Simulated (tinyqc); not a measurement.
Starting guesses with plain Roothaan steps: SCF starting guesses in the sto-3g basis, for BeH2, spin multiplicity 1. Computed by the program tinyqc with PySCF. Command: `OMP_NUM_THREADS=1 python tinyqc.py 114188 114189 out.jsonl`; one thread of a shared host (Intel(R) Xeon(R) Processor @ 2.60GHz), about 0.4 s.

Geometry (angstrom):
```
atom       x        y       z
Be    0.0000   0.0000  0.0000
H     0.0000   1.2380  0.1250
H     0.0000  -1.2160  0.1230
```

lowest restricted solution found by these runs and by PySCF = -15.556941 hartree

RHF with one setting changed at a time; a run stops when the energy changes by less than 1e-09 hartree and the error matrix is below 1e-5. Starts: the lowest orbitals of the core Hamiltonian, of the Wolfsberg-Helmholz matrix (K = 1.75), projected atomic densities, random orbitals, and the highest orbitals of the core Hamiltonian (a deliberately bad start).

Largest element of the error matrix X^T (FDS - SDF) X:
```
iteration     core  Wolfsberg-Helmholz  atomic densities   random  highest core orbitals
1          5.1e-01             1.2e-01           4.8e-01  4.0e+00                1.3e-01
2          6.0e-02             1.1e-02           9.6e-02  3.2e-01                4.0e-01
3          7.5e-03             2.2e-03           1.9e-02  1.2e-01                2.4e-01
4          1.9e-03             7.6e-04           4.1e-03  5.9e-02                3.5e-02
5          6.5e-04             2.6e-04           9.5e-04  2.9e-02                6.0e-03
6          2.2e-04             8.8e-05           2.2e-04  1.4e-02                1.1e-03
8          2.5e-05             1.0e-05           2.1e-05  3.4e-03                9.8e-05
10         3.0e-06                   -           2.5e-06  8.3e-04                1.8e-05
14               -                   -                 -  4.8e-05                      -
```

How each run ends:
```
run                    iterations  E (hartree)         state
core                           10    -15.55694  lowest found
Wolfsberg-Helmholz              9    -15.55694  lowest found
atomic densities               10    -15.55694  lowest found
random                         17    -15.55694  lowest found
highest core orbitals          11    -15.55694  lowest found
```

5 of 5 runs reach the lowest restricted solution found, in 9 to 17 iterations (fastest: Wolfsberg-Helmholz). The first errors are 5e-01, 1e-01, 5e-01, 4e+00, 1e-01.
